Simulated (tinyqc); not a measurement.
Bloch-Grueneisen resistivity of a metal: one step, computed by the program tinyqc.

Electrons scatter from a Debye spectrum of phonons (n = 5 for scattering within one band, n = 3 for scattering into a second, heavy band) and from static defects.

Task: The integral and the phonon part. J_n(y) = int_0^y x^n e^x/(e^x - 1)^2 dx, by 96 Gauss-Legendre points (upper limit at most 60). rho_ph = (n - 1) rho_1 (T/Theta)^n J_n(Theta/T), with rho_1 = 2 pi lambda_tr k_B Theta/(hbar eps_0 w_p^2), the high-temperature line at T = Theta.

Inputs (values chosen for the exercise, modelled on ruthenium): exponent n = 3; Debye temperature Theta = 417 K; temperature T = 400 K.

Addition: none.

rho_1 = 12.10220 microohm cm

Give: Theta/T; J_n; phonon resistivity rho_ph.

Result:

Theta/T = 1.0425

J_n = 0.5197

phonon resistivity rho_ph = 11.10 microohm cm

This is 95.6 % of the straight line rho_1 T/Theta.
